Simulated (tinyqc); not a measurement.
What moves the results: heterojunction of two tight-binding chains. A value that a table varies takes the place of the one given here.

Left chain: hopping -t1, sites at 2 t1 (band bottom 0). Right chain: hopping -t2, sites at dE + 2 t2 (bottom dE). t = c/(m a^2), c = hbar^2/2m0. The bond across the interface is -tc with tc = f sqrt(t1 t2), and the last left site has the extra energy U. In a chain E = bottom + 2t (1 - cos(ka)); the surface Green function of a half chain is g = -exp(ika)/t, with Im k > 0 where cos(ka) > 1.

Constants: hbar^2/2m0 = 3.80998211 eV angstrom^2.

Values chosen for the exercise (masses and offset of the size met at InGaAs / InP; not measured data):
```
symbol  value  unit      meaning
a       4      angstrom  site spacing
m1      0.042  m0        mass on the left
m2      0.081  m0        mass on the right
dE      0.26   eV        band offset
f       1                factor on the interface hopping
U       0      eV        extra energy on the last left site
E       0.288  eV        electron energy
```

## Transmission against energy, and which matching rule a chain obeys

Chain A is the junction as given; chain B has tc = sqrt(t1 t2) and U = 0; chain C has tc = t2 and U = t2 - t1, the finite-difference form of -d/dx (c/m) d/dx. Continuum formulas T = 4 x y/(x + y)^2 with parabolic k: x, y = k/m on each side (BenDaniel-Duke) or x, y = k (slope continuous).

T:
```
E - dE (eV)  E (eV)  chain A  chain B  chain C  k/m matched  k matched
0.002         0.262   0.3843   0.3843   0.2216       0.2227     0.3860
0.005         0.265   0.5361   0.5361   0.3261       0.3276     0.5381
0.010         0.270   0.6635   0.6635   0.4257       0.4276     0.6657
0.020         0.280   0.7877   0.7877   0.5393       0.5414     0.7897
0.050         0.310   0.9181   0.9181   0.6938       0.6960     0.9194
0.100         0.360   0.9755   0.9755   0.7955       0.7977     0.9760
0.200         0.460   0.9980   0.9980   0.8711       0.8732     0.9981
0.400         0.660   0.9984   0.9984   0.9183       0.9207     0.9985
```

Chain C follows the k/m rule within 0.0024 and chain B the plain k rule within 0.0021, while the two rules differ by up to 0.2483: in B the self-energy of the right side is -t1 exp(i k2 a), so only k2 enters, and in C it is -t2 exp(i k2 a), which carries 1/m2. Chain A is chain B here.

## When the interface binds a state

A state below both bands solves E - 2 t1 - U - S1(E) - S2(E) = 0 for E < 0, with S1 = -t1 z1, S2 = -(tc^2/t2) z2 and |z| < 1 the decaying root of z + 1/z = 2 - (E - bottom)/t. Decay lengths -a/ln|z|. The threshold is the U that solves the equation at E = 0. A dash: no bound state.

Interface state:
```
U (eV)   E (eV)  decay left (angstrom)  decay right (angstrom)
-0.44         -                      -                       -
-0.87         -                      -                       -
-1.31         -                      -                       -
-1.60   -0.0033                  166.0                    13.4
-1.89   -0.0239                   61.6                    12.9
-2.33   -0.0781                   34.1                    11.9
-2.91   -0.1792                   22.5                    10.4
-4.36   -0.5507                   12.9                     7.7
```

threshold U = -1.4539 eV

The step pushes the state out, so an attraction must exceed 1.4539 eV to bind; 5 of the 8 rows are bound. At U = -4.36 eV the state decays over 12.9 angstrom to the left and 7.7 to the right, where the band lies higher.

## What each parameter does

T = 4 Im(S1) Im(S2) |G|^2 with G = 1/(E - 2 t1 - U - S1 - S2), S1 = -t1 exp(i k1 a), S2 = -(tc^2/t2) exp(i k2 a). Each row changes one parameter from the base and keeps the others.

Results:
```
case                   T    k1 a    k2 a
base              0.8417  0.2259  0.0976
m1 = 0.0504 m0    0.8099  0.2475  0.0976
m2 = 0.0972 m0    0.8713  0.2259  0.1070
dE = 0.21 eV      0.9736  0.2259  0.1631
f = 0.9           0.5888  0.2259  0.0976
U = 0.2 eV        0.8434  0.2259  0.0976
a = 3.2 angstrom  0.8423  0.1806  0.0781
```

The largest shifts from the base row, up to three for each result and ties (the steps differ in size, so this ranks the rows, not the parameters). T: f -0.2529, dE +0.1319, m1 -0.0318. k1 a: a -0.0453, m1 +0.0217; unchanged at the printed digits by m2, dE, f and U. k2 a: dE +0.0654, a -0.0195, m2 +0.0093; unchanged at the printed digits by m1, f and U.

Run: tinyqc, `OMP_NUM_THREADS=1 python tinyqc.py 1480438 1480439 out.jsonl`; Intel(R) Xeon(R) Processor @ 2.30GHz, one thread, shared host; about 0.01 s of CPU time with all checks.
